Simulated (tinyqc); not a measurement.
# Superjunction drift layer against a plain one, charge balance: what changes with what

Alternating n and p pillars of equal width wp, doping N and length Lp. When depleted, the lateral field peaks at Ex = q N wp/(2 eps0 eps_r) at the pillar junctions and a uniform vertical field Ey is added; breakdown is taken where Ex^2 + Ey^2 = Ef^2. Only the n pillars conduct, narrowed by the zero-bias depletion. A first-order model: the field peaks at the pillar ends are left out.

Values chosen for this exercise; values close to those of 4H silicon carbide:
- eps_r = 9.33 (relative permittivity of the semiconductor)
- E16 = 2.51 MV/cm (critical field at a doping of 1e16 cm^-3)
- mx = 961 cm^2/(V s) (mobility at low doping)
- mi = 39.3 cm^2/(V s) (mobility at high doping)
- Nr = 2e17 cm^-3 (reference doping of the mobility)
- BV = 5700 V (wanted breakdown voltage)
- wp = 2 um (width of each pillar)
- Ef = 2.3 MV/cm (critical field inside the pillars)
- a = 0.75 (lateral peak field as a share of Ef)
- Vb = 2.8 V (built-in voltage of the pillar junctions)
- dl = 4.9 % (charge imbalance (Nn - Np)/N)

Constants: q = 1.602176634e-19 C, eps0 = 8.8541878128e-14 F/cm where lengths are in cm. Results are converted to the units shown.

Each table varies one quantity; the others keep the values above.

## Effect of the width of each pillar

Ec(N) = E16 (N/1e16 cm^-3)^(1/8), mu(N) = mi + (mx - mi)/(1 + (N/Nr)^0.9). Plain drift layer for BV: N solves BV = eps0 eps_r Ec(N)^2/(2 q N), W = 2 BV/Ec, Rsp = W/(q mu N). Ex = a Ef gives N = 2 eps0 eps_r a Ef/(q wp); Ey = Ef sqrt(1 - a^2); Lp = BV/Ey; xd = sqrt(eps0 eps_r Vb/(q N)) on each side; Rsp = 2 Lp/(q mu(N) N (1 - 2 xd/wp)). An imbalance dl leaves the mean net doping |dl| N/2, which tilts the vertical field by s = q |dl| N/(2 eps0 eps_r): BV(dl) = Ey Lp - s Lp^2/2, or Ey^2/(2 s) if the field reaches zero inside the pillar.

The same in every row: Lp (um) = 37.47; Rsp, plain (mohm cm^2) = 19.67.

Results:

| wp (um) | N (cm^-3) | Rsp, pillars (mohm cm^2) | BV(dl) (V) |
|---|---|---|---|
| 0.25 | 7.115e17 | 0.3918 | 342.3 |
| 0.62 | 2.869e17 | 0.4963 | 848.8 |
| 0.98 | 1.815e17 | 0.6055 | 1342 |
| 1.5 | 1.186e17 | 0.7623 | 2054 |
| 2.4 | 7.412e16 | 1.030 | 3228 |
| 3.8 | 4.681e16 | 1.440 | 4139 |
| 6 | 2.965e16 | 2.075 | 4711 |

Estimate the missing row, wp = 0.39 um.

Computed row:

| wp (um) | N (cm^-3) | Rsp, pillars (mohm cm^2) | BV(dl) (V) |
|---|---|---|---|
| 0.39 | 4.561e17 | 0.4282 | 533.9 |

With this row back in the table: As wp goes from 0.25 to 6 um, Rsp of the pillars rises from 0.392 to 2.07 mohm cm^2 and BV with the imbalance rises from 342 to 4710 V. Narrow pillars allow more doping and so less resistance, but the same relative imbalance then leaves more net charge. For wp = 0.25 to 0.98 um the aspect ratio passes 30, which is hard to make.

## Effect of the lateral peak field as a share of Ef

Same model as above.

The same in every row: Rsp, plain (mohm cm^2) = 19.67.

Effect of the lateral peak field as a share of Ef:

| a | N (cm^-3) | Lp (um) | Rsp, pillars (mohm cm^2) | BV(dl) (V) |
|---|---|---|---|---|
| 0.3 | 3.558e16 | 25.98 | 1.427 | 5130 |
| 0.39 | 4.625e16 | 26.91 | 1.151 | 4904 |
| 0.48 | 5.692e16 | 28.25 | 1.001 | 4621 |
| 0.57 | 6.760e16 | 30.16 | 0.9204 | 4239 |
| 0.66 | 7.827e16 | 32.99 | 0.8902 | 3676 |
| 0.75 | 8.894e16 | 37.47 | 0.9115 | 2738 |
| 0.84 | 9.962e16 | 45.67 | 1.016 | 1645 |
| 0.93 | 1.103e17 | 67.42 | 1.388 | 681.9 |

As a goes from 0.3 to 0.93, Rsp of the pillars goes from 1.43 through a minimum of 0.890 (at a = 0.66 among the rows listed) to 1.39 mohm cm^2 and BV with the imbalance falls from 5130 to 682 V. With constant mobility and no depleted edge the minimum of Rsp lies at a = 0.707; a smaller a gives up a little resistance for tolerance. At a = 0.93 the aspect ratio passes 30, which is hard to make.

## Effect of the wanted breakdown voltage

Same model as above.

The same in every row: N (cm^-3) = 8.8942e16.

Effect of the wanted breakdown voltage:

| BV (V) | Lp (um) | Rsp, pillars (mohm cm^2) | Rsp, plain (mohm cm^2) | BV(dl) (V) |
|---|---|---|---|---|
| 300 | 1.9720 | 0.047975 | 0.018253 | 291.78 |
| 490 | 3.2209 | 0.078360 | 0.053342 | 468.08 |
| 810 | 5.3244 | 0.12953 | 0.16951 | 750.10 |
| 1300 | 8.5453 | 0.20789 | 0.52233 | 1145.7 |
| 2200 | 14.461 | 0.35182 | 1.8754 | 1758.1 |
| 3600 | 23.664 | 0.57570 | 6.3007 | 2416.7 |
| 5900 | 38.782 | 0.94351 | 21.430 | 2738.1 |
| 9800 | 64.418 | 1.5672 | 75.730 | 2738.1 |

As BV goes from 300 to 9800 V, Rsp of the pillars rises from 0.0480 to 1.57 mohm cm^2 and BV with the imbalance rises from 292 to 2740 V. Rsp goes as BV^(1.00) for the pillars and BV^(2.39) for the plain layer; the pillars win in 6 of the 8 rows. At BV = 9800 V the aspect ratio passes 30, which is hard to make. For BV = 300 to 810 V the aspect ratio Lp/wp is under 3, where a pillar model without end effects fails.

Program tinyqc, `OMP_NUM_THREADS=1 python tinyqc.py 2590025 2590026 out.jsonl`; Intel Xeon 2.30GHz, shared host, one thread, about 0.01 s.
